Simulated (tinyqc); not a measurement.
Floating body of a partially depleted SOI transistor: body voltage and kink: two steps of the calculation.

Source at 0 V. Channel current Ic = 2 nf K Vt^2 [F(0) - F(Vd)](1 + la Vd), F(V) = ln^2(1 + exp((Vg - VT - nf V)/(2 nf Vt))), VT = VT0 - gb Vb. Saturation voltage Vs = 2 Vt sqrt(F(0)) + 3 Vt, excess Ve = (Vd - Vs + sqrt((Vd - Vs)^2 + 0.0004 V^2))/2, multiplication M1 = Ai Ve exp(-Bl/Ve). Each junction passes D(v) = J1 (exp(v/Vt) - 1) + J2 (exp(v/(2 Vt)) - 1). Bipolar current Ib = bb J1 (exp(Vb/Vt) - 1). The body settles where M1 (Ic + Ib) = D(Vb) + D(Vb - Vd) + Vb/Rb; drain current Id = (1 + M1)(Ic + Ib) - D(Vb - Vd).

Values chosen for this exercise; values of the order met in partially depleted silicon-on-insulator transistors:
- T = 300 K (temperature)
- VT0 = 0.5 V (threshold at zero body voltage)
- gb = 0.14 (fall of the threshold per volt of body voltage)
- nf = 1.23 (slope factor)
- K = 250 uA/(V^2 um) (gain factor per width)
- la = 0.09 1/V (channel-length modulation factor)
- Ai = 3.34 1/V (impact-ionisation prefactor)
- Bl = 8.3 V (impact-ionisation voltage)
- J1 = 3e-13 uA/um (diffusion saturation current of each junction)
- J2 = 7.9e-8 uA/um (recombination saturation current of each junction)
- bb = 0 (gain of the lateral bipolar transistor on the diffusion current)
- Rb = 1e9 kohm um (resistance of a weak body tie to the source (1e9 stands for no tie, and the term is then dropped))
- Vg = 1.05 V (gate voltage)
- Vd = 1.3 V (drain voltage)

Constants: q = 1.602176634e-19 C, kB = 1.380649e-23 J/K, Vt = kB T/q. Results are converted to the units shown.

Task 1. New Vb. Current into the body I_in = M1 (Ic + Ib) - D(Vb - Vd), current out I_out = D(Vb) + Vb/Rb; f = ln(I_in/I_out), s = df/dVb by central differences over 1e-5 V, Vb(new) = Vb - f/s.

Vb after iteration 1 = 0.48844203 V

Wanted: Ic; Ve; M1; I_in; I_out; f; s; Vb after iteration 2.

Result 1.

Ic = 43.41 uA/um
Ve = 0.7198 V
M1 = 2.362e-5
I_in = 0.001026 uA/um
I_out = 0.001049 uA/um
f = -0.02251
s = -21.76 1/V
Vb after iteration 2 = 0.4874 V

Task 2. Drain current with floating and with grounded body. Id and VT at the converged Vb, Id at Vb = 0, their ratio, and the bipolar share Ib/(Ic + Ib).

converged Vb = 0.48740698 V

Wanted: VT; Id, floating; Id, grounded; ratio; bipolar share.

Result 2.

VT = 0.43176 V
Id, floating = 43.389 uA/um
Id, grounded = 34.342 uA/um
ratio = 1.2634
bipolar share = 0.0000 %

The body rises to 0.487 V and lowers the threshold by 68.2 mV.

Range of the model: The multiplication law is an empirical form chosen for the exercise; self-heating and capacitive coupling to the body are left out, and the linear laws are rough once Vb passes about 0.7 V or M1 about 0.1.

Numbers from tinyqc (`OMP_NUM_THREADS=1 python tinyqc.py 2182035 2182036 out.jsonl`; about 0.2 s on one thread of a shared Intel Xeon 2.30GHz).
